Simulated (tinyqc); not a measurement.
# One-dimensional ballistic tunnel FET, two-band WKB: effect of temperature

A p-type source for x < 0 with its Fermi level at 0 and its valence edge at ds; in the channel the bands fall as D exp(-x/lam) towards their flat values, with the conduction edge at Ec = ds - dP and D = dP + Eg. The gate moves dP one to one. The drain Fermi level lies at -Vd and the drain side reflects nothing. For w = E - Ec between 0 and dP an electron crosses the gap. Two-band dispersion with equal masses m: inside the gap kappa = sqrt(m u (1 - u/Eg)/C), u the distance from a band edge, C = hbar^2/(2 m0).

S(w) = 2 lam int_0^Eg kappa(u) du/(w + Eg - u) = 2 pi lam sqrt(m/(C Eg)) [w + Eg/2 - sqrt(w (w + Eg))], T(w) = exp(-S). I = g (2 q^2/h) int_0^dP T(w) [f(E) - f(E + Vd)] dw, E = ds - dP + w, f(x) = 1/(1 + exp(x/Vt)). Swing = d(dP)/d(log10 I).

Inputs (values chosen for the exercise); band and dielectric values close to those of gallium arsenide: band gap Eg = 1.41 eV; band-edge mass of the two-band model m = 0.075 m0; screening length of the source junction lam = 4.9 nm; source valence edge above the source Fermi level ds = 0.03 eV; drain bias Vd = 0.3 V; number of degenerate subbands (spin apart) g = 2; tunnelling window Ev(source) - Ec(channel) dP = 0.14 eV.

Constants: q = 1.602176634e-19 C, kB = 1.380649e-23 J/K, hbar = 1.054571817e-34 J s, h = 6.62607015e-34 J s, m0 = 9.1093837015e-31 kg, Vt = kB T/q, hbar^2/(2 m0) = 0.0380998212 eV nm^2. Results are converted to the units shown.

Effect of temperature:
```
T (K),I (uA),swing (mV/decade),Vt ln 10 (mV/decade)
77,1.513e-6,54.75,15.28
150,1.733e-6,57.35,29.76
200,1.836e-6,58.58,39.68
250,1.908e-6,59.48,49.61
300,1.959e-6,60.15,59.53
350,1.996e-6,60.67,69.45
400,2.024e-6,61.09,79.37
```

I rises from 1.51e-6 to 2.02e-6 uA, and the swing rises from 54.8 to 61.1 mV/decade, while the thermionic limit rises from 15.3 to 79.4 mV/decade. Gap and mass are held fixed.

tinyqc, about 0.01 s, one thread, Intel Xeon 2.30GHz (shared host): `OMP_NUM_THREADS=1 python tinyqc.py 2620029 2620030 out.jsonl`
